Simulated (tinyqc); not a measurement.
What each parameter does: thresholds of impact ionisation and Auger recombination from band masses.

Parabolic bands, no phonon. At threshold the three slow carriers share one velocity. With M their total mass and m4 the mass of the fast carrier, the fast carrier has the kinetic energy E_T = G M/(M - m4) and the slow ones together E_a = G m4/(M - m4), the activation energy of the Auger rate. CCCH (fast electron): G = Eg, M = 2 me + mh, m4 = me. CHHS (hole into the split-off band): G = Eg - Dso, M = 2 mh + me, m4 = ms; this form holds for Eg > Dso (below, the process needs about Dso - Eg and is marked by a dash). CHHL (hole into the light band): G = Eg, M = 2 mh + me, m4 = ml. CHHH (fast heavy hole): G = Eg, M = 2 mh + me, m4 = mh.

Non-parabolic fast electron: E (1 + alpha E) = c k^2/me with alpha = (1 - me)^2/Eg; the slow carriers stay parabolic, so E_T = Eg + me E_T (1 + alpha E_T)/M, M = 2 me + mh (the root between Eg and 1.9 Eg).

Constants: kB = 8.617333262e-05 eV/K.

Values chosen for the exercise (near those of CdTe, gap at low temperature and not tied to T; shifted at random, so the results belong to these values and not to a real crystal):
- Eg = 1.599 eV (gap at Gamma to the s-like level)
- Dso = 0.935 eV (spin-orbit splitting)
- me = 0.0976 m0 (electron mass at Gamma)
- mh = 0.64 m0 (heavy-hole mass)
- ms = 0.302 m0 (split-off mass)
- ml = 0.1151 m0 (light-hole mass)
- T = 350 K (temperature)

Activation energies.

Results for these values:
```
case  CCCH (meV)  CCCH non-parabolic (meV)  CHHL (meV)  CHHS (meV)
base      211.58                    511.83      145.78      186.43
```

What happens to each result for mh = 0.576 m0, all else kept?

Answer: CCCH rises from 211.58 to 231.68; CCCH non-parabolic rises from 511.83 to 583.01; CHHL rises from 145.78 to 162.23; CHHS rises from 186.43 to 211.62.

The same for each parameter in turn:
```
case             CCCH (meV)  CCCH non-parabolic (meV)  CHHL (meV)  CHHS (meV)
base                 211.58                    511.83      145.78      186.43
Eg = 1.4391 eV       190.42                    460.65      131.20      141.54
Dso = 0.8415 eV      211.58                    511.83      145.78      212.69
me = 0.1074 m0       229.77                    565.10      144.66      184.75
mh = 0.576 m0        231.68                    583.01      162.23      211.62
ms = 0.3322 m0       211.58                    511.83      145.78      211.00
ml = 0.1266 m0       211.58                    511.83      161.82      186.43
```

Run: tinyqc, `OMP_NUM_THREADS=1 python tinyqc.py 1850271 1850272 out.jsonl`; Intel(R) Xeon(R) Processor @ 2.30GHz, one thread, shared host; about 0.01 s of CPU time with all checks.
